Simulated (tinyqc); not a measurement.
# Heated strip on a layer stack, thermal resistances with spreading: effect of the boundary resistance between layers 1 and 2

A long strip of width ws dissipates Pw per length on three layers over a heat sink. Heat is taken to spread at 45 degrees, so the width of the flow grows by twice the depth: w1 = ws + 2 t1, w2 = w1 + 2 t2, w3 = w2 + 2 t3 at the bottoms of the layers. This is a rule of thumb, not a solution of the heat equation.

Resistances times length: layer i, ln(w_i/w_(i-1))/(2 k_i) with w0 = ws; boundary, Rb/w1. From the sink upward: Ta = T0 + Pw R3; across layer 2 the Kirchhoff transform gives Tb^(1-p) = Ta^(1-p) + (1 - p)(300 K)^(-p) Pw R2; Tc = Tb + Pw Rboundary; Tj = Tc + Pw R1. The share is that of R1 + Rboundary in the sum of the four resistances.

Inputs (values chosen for the exercise); conductivities close to those of germanium (layer 1), silicon (layer 2) and solder (layer 3):
```
symbol,value,unit,meaning
T0,323,K,heat-sink temperature
ws,9.4,um,width of the heated strip
Pw,1.4,W/mm,power per length of the strip
t1,1.6,um,thickness of layer 1
k1,60.9,W/(m K),conductivity of layer 1
t2,50,um,thickness of layer 2
k2,159,W/(m K),conductivity of layer 2 at 300 K
p,1.3,,exponent in k2(T) = k2 (300 K/T)^p
t3,30,um,thickness of layer 3
k3,55.7,W/(m K),conductivity of layer 3
```

Results:
```
Rb (m^2 K/GW),sum of resistances (K mm/W),share of layer 1 and boundary (%),Tj - T0 (K),(Tj - T0)/Pw (K mm/W)
1,13.206,18.816,19.928,14.234
2.1,13.294,19.349,20.050,14.321
9.7,13.897,22.849,20.894,14.924
21,14.794,27.526,22.150,15.821
44,16.619,35.487,24.705,17.647
94,20.587,47.922,30.261,21.615
200,29.000,63.029,42.039,30.028
```

Estimate the missing row, Rb = 4.5 m^2 K/GW.

Computed row:
```
Rb (m^2 K/GW),sum of resistances (K mm/W),share of layer 1 and boundary (%),Tj - T0 (K),(Tj - T0)/Pw (K mm/W)
4.5,13.484,20.488,20.316,14.512
```

With this row back in the table: As Rb goes from 1 to 200 m^2 K/GW, Tj - T0 rises from 19.9 to 42.0 K, on average as Rb^(0.14), and the share of layer 1 and the boundary rises from 18.8 to 63.0 %.

tinyqc, about 0.01 s, one thread, Intel Xeon 2.30GHz (shared host): `OMP_NUM_THREADS=1 python tinyqc.py 2520033 2520034 out.jsonl`
